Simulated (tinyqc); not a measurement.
Dopant redistribution at a moving silicon-oxide interface during parabolic oxidation. From one set of inputs to another, one input at a time. Computed by tinyqc, a small Python program. Command: `OMP_NUM_THREADS=1 python tinyqc.py 3019022 3019023 out.jsonl segox ladder`. One thread of a shared host (Intel(R) Xeon(R) Processor @ 2.30GHz), about 0.01 s of CPU time with the checks.

Uniformly doped silicon is oxidised with x_ox = sqrt(B t); the interface advances into the silicon by alpha x_ox, alpha = 0.44. The dopant does not move in the oxide, and at the interface C(silicon) = m C(oxide).

The inputs printed are set A. Set A is modelled on boron in silicon under dry oxygen; the values taken over come from a set modelled on arsenic in silicon under steam. Inputs not listed in the table keep their values of set A, so the rows need not describe a real material.

Inputs (values chosen for the exercise, modelled on boron in silicon under dry oxygen): dopant prefactor D0 = 1.04 cm^2/s; dopant activation energy E = 3.49 eV; oxidation prefactor B0 = 803 um^2/h; oxidation activation energy E_B = 1.24 eV; segregation coefficient m = C(silicon)/C(oxide) = 0.28; bulk doping C_B = 4e+17 1/cm^3; temperature T = 1000 C; time t = 0.67 h.

Constants: k_B = 8.617333262e-05 eV/K.

Method:
- D = D0 exp(-E/(k_B T)), converted with 1 cm^2/s = 3.6e11 um^2/h; B = B0 exp(-E_B/(k_B T)); s = alpha sqrt(B/(4 D)), the interface advance over 2 sqrt(D t).
- Temperatures in kelvin are T(C) + 273.15.
- With the dopant diffusivity D and s = alpha x_ox/(2 sqrt(D t)), in the silicon C = C_B + (C_s - C_B) erfc(y/(2 sqrt(D t)))/erfc(s), y from the original surface. Dopant balance at the interface gives C_s/C_B = 1/[1 + (1/(m alpha) - 1) g], g = sqrt(pi) s exp(s^2) erfc(s).

Each row keeps all changes above it:
```
input moved                                                                     from          to  ratio C_s/C_B       s  concentration in the oxide (1/cm^3)
set A                                                                              -           -         0.2697   0.289                           3.8524e+17
temperature T (C)                                                               1000         925         0.1961   0.550                           2.8017e+17
dopant prefactor D0 (cm^2/s) and dopant activation energy E (eV)          1.04, 3.49  10.5, 3.96         0.1381   1.685                           1.9723e+17
oxidation prefactor B0 (um^2/h) and oxidation activation energy E_B (eV)   803, 1.24  362, 0.778         0.1237  10.599                           1.7668e+17
bulk doping C_B (1/cm^3)                                                       4e+17       1e+17         0.1237  10.599                           4.4170e+16
segregation coefficient m = C(silicon)/C(oxide)                                 0.28          11         4.7597  10.599                           4.3270e+16
```

Which inputs carry the difference?

Ratio C_s/C_B goes from 0.270 to 4.76, a factor 17.7 in all. The largest single move comes from segregation coefficient m = C(silicon)/C(oxide) (a factor 38.5). s goes from 0.289 to 10.6, a factor 36.6 in all. The largest single move comes from oxidation prefactor B0 with oxidation activation energy E_B (a factor 6.29). Concentration in the oxide goes from 3.85e17 to 4.33e16, a factor 0.112 in all. The largest single move comes from bulk doping C_B (a factor 0.250). The single moves hold for this order of the switches; the total does not depend on the order.

Caution (all rows): in this case the oxide is not much thicker than a typical Deal-Grove length A, so real growth is slower than parabolic. Caution (all rows): parabolic growth needs an oxide much thicker than the Deal-Grove length A, which fails for thin films and low temperatures; oxidation-enhanced or retarded diffusion is ignored.

Extremes, crossings and ranges named in words are read from the listed rows.
